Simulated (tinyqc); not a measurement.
Peak against initial coverage: adsorption as a lattice gas: isotherms with interactions, competition, desorption peaks and saturation dose. Computed by tinyqc, a small Python program. Command: `OMP_NUM_THREADS=1 python tinyqc.py 3018569 3018570 out.jsonl adsorb walk`. One thread of a shared host (Intel(R) Xeon(R) Processor @ 2.30GHz), about 0.2 s of CPU time with the checks.

One adsorbate per site; a molecule needs 1 empty site. Gas and surface have the same temperature.

Inputs (values chosen for the exercise, for a model surface):
```
quantity,value,unit
desorption energy E,1.55,eV
prefactor nu,3.3e+13,1/s
pair energy w (positive repels),0.081,eV
neighbours z,3,-
heating rate beta,1.6,K/s
```

Adsorption: molecular (first order).

Constants: k_B = 8.617333262e-05 eV/K.

Method. Heating at the rate beta: d theta/dT = -(nu/beta) theta^1 exp(-[E - z w theta]/(k_B T)). Integrated numerically (relative tolerance 1e-9); T_p is the maximum of the rate.

Peak temperatures (K):
```
theta_0,w = 0,with w
0.1,537.96,531.62
0.3,537.96,518.60
0.5,537.96,505.06
0.7,537.96,491.02
0.9,537.96,476.51
```

What follows from these numbers?

Without interaction the peak does not move; with w it moves by -55.1 K, so repulsion in first order mimics second-order kinetics.

Extremes, crossings and ranges named in words are read from the listed rows.
